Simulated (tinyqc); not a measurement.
Vertical double-diffused power MOSFET, components of the on-resistance: On-resistance against the temperature.

Stripe cells of pitch Wp + a, two channels a cell. Current flows through the channels, spreads in the accumulation layer, passes the gap between the p bodies and spreads at 45 degrees into the drift layer below them. Low drain voltage, full ionisation.

Triangular field at breakdown with Ec = Kc N^(1/8): BV = eps0 eps_r Ec^2/(2 q N), so N = (eps0 eps_r Kc^2/(2 q BV))^(4/3); W = 2 BV/Ec; mu = mud (T/300 K)^(-bt); rho = 1/(q mu N); ideal resistance rho W. Pitch p = Wp + a, Cox = 3.9 eps0/tox; zero-bias depletion in the gap w0 = sqrt(2 eps0 eps_r Vbi/(q N Nj)), open gap g = a - 2 w0; R_ch = Lc p/(2 mch Cox Vov); R_acc = 0.6 a p/(4 mac Cox Vov), 0.6 being an empirical factor for current leaving the layer along its length; R_gap = (rho/Nj) xp p/g; spreading depth t = min(W, (p - g)/2); R_drift = (rho p/2) ln((g + 2 t)/g) + rho (W - t); R_on = the sum with Rs.

Parameters, values chosen for the exercise; bulk values close to those of gallium nitride:
- eps_r = 9.52 (relative permittivity)
- Kc = 26500 V/cm per (cm^-3)^(1/8) (critical-field constant)
- BV = 3300 V (rated breakdown voltage of the drift layer)
- mud = 883 cm^2/(V s) (drift mobility at 300 K)
- bt = 2.6 (temperature exponent of the drift mobility)
- tox = 96 nm (gate oxide thickness (eps_r 3.9))
- Vov = 11 V (gate overdrive)
- mch = 44 cm^2/(V s) (channel mobility)
- mac = 100 cm^2/(V s) (accumulation-layer mobility)
- Lc = 0.3 um (channel length)
- Wp = 1.7 um (width of the p body in one cell, channels included)
- a = 2 um (gap between neighbouring p bodies)
- xp = 1.2 um (depth of the p body)
- Nj = 2 (doping of the gap over the drift doping)
- Vbi = 2.93 V (built-in voltage of the body junction)
- Rs = 0.47 mohm cm^2 (substrate and contact resistance)

Constants: q = 1.602176634e-19 C, eps0 = 8.8541878128e-14 F/cm where lengths are in cm. Results are converted to the units shown.

The same in every row: R_ch (mohm cm^2) = 0.31879; R_acc (mohm cm^2) = 0.28054.

On-resistance against the temperature:

| T (K) | R_gap (mohm cm^2) | R_drift (mohm cm^2) | R_on (mohm cm^2) | ideal (mohm cm^2) | largest term |
|---|---|---|---|---|---|
| 250 | 0.25089 | 2.7411 | 4.0613 | 2.6165 | drift |
| 290 | 0.36903 | 4.0319 | 5.4703 | 3.8487 | drift |
| 330 | 0.51638 | 5.6418 | 7.2275 | 5.3853 | drift |
| 370 | 0.69527 | 7.5963 | 9.3609 | 7.2511 | drift |
| 410 | 0.90797 | 9.9201 | 11.897 | 9.4692 | drift |
| 450 | 1.1566 | 12.637 | 14.863 | 12.062 | drift |
| 490 | 1.4433 | 15.768 | 18.281 | 15.052 | drift |

Read the table: what changes, and by how much?

R_on rises from 4.06 to 18.3 mohm cm^2. The drift term is the largest at T = 250 and in all other rows. R_on is 1.55 times the ideal drift resistance in the first row and 1.21 times in the last. Only the drift mobility depends on T in this model.

Numbers from tinyqc (`OMP_NUM_THREADS=1 python tinyqc.py 2230046 2230047 out.jsonl`; about 0.01 s on one thread of a shared Intel Xeon 2.30GHz).
